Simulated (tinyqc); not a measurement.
# True capacitance, leakage and series resistance from two frequencies

Inverse problem. A capacitance C in parallel with G and in series with Rs is measured as Cp and D = Gp/(w Cp) at two frequencies. The series reading Cs = Cp (1 + D^2) equals C + G^2/(w^2 C), and Re Z = D/(w Cp (1 + D^2)) = Rs + G/(G^2 + w^2 C^2). Find C, G and Rs.

f (Hz): [1e6, 1e7]
Cp (pF): [50.0019530, 42.8919569]
D: [0.0665959574, 0.412526196]

Solution. w^2 Cs = w^2 C + G^2/C is a straight line in w^2 with slope C; the intercept gives G, and the real part then gives Rs.

C = 50.2 pF
G = 8.06 uS
Rs = 130 ohm

Computed by the program tinyqc: `OMP_NUM_THREADS=1 python tinyqc.py 2022130 2022131 out.jsonl`, one thread of a shared Intel Xeon 2.30GHz, about 0.01 s for the whole run.
